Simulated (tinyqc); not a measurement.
Thickness: WKB tunnelling through a gate dielectric with a two-band (Franz) dispersion.

At depth x the conduction edge lies u(x) = phi - V x/t above the electron. Parabolic: kappa = sqrt(m u/c). Franz: kappa = sqrt(m u (1 - u/Eg)/c), which vanishes at both band edges. c = hbar^2/2m0. T = exp(-2 integral of kappa dx) over the region u > 0; no image force, no prefactor, zero transverse momentum. The region ends at x_e = min(t, phi t/V); x_e < t is the Fowler-Nordheim regime.

Constants: hbar^2/2m0 = 3.80998211 eV angstrom^2.

Parameters, chosen for this exercise (of the size used for AlN on silicon; not measured data): Eg = 6.08 eV (gap of the dielectric); phi = 1.78 eV (barrier above the electron energy at the emitter); m = 0.36 m0 (mass at the conduction edge); V = 1.2 V (voltage across the layer).

The same voltage across layers of other thickness. The last column is the thickness that changes T by a factor of ten, ln(10)/(2 I/t).

Transmission:
```
t (angstrom)  field (MV/cm)  T parabolic   T Franz  angstrom per decade, Franz
8                     15.00      0.00508   0.00897                       3.908
10                    12.00      0.00136   0.00276                       3.908
12                    10.00     0.000362  0.000850                       3.908
15                     8.00     5.00e-05  0.000145                       3.908
20                     6.00     1.84e-06  7.63e-06                       3.908
25                     4.80     6.78e-08  4.01e-07                       3.908
30                     4.00     2.50e-09  2.11e-08                       3.908
40                     3.00     3.39e-12  5.82e-11                       3.908
```

What can be read from this table?

At fixed voltage the exponent is proportional to t: T falls tenfold for each 3.91 angstrom. The ratio of Franz to parabolic grows with t, from 1.77 at 8 to 17.2 at 40 angstrom. Fields above about 12 MV/cm (1 of the rows) are past breakdown; those rows are an exercise.

Run: tinyqc, `OMP_NUM_THREADS=1 python tinyqc.py 1451765 1451766 out.jsonl`; Intel(R) Xeon(R) Processor @ 2.30GHz, one thread, shared host; about 0.01 s of CPU time with all checks.
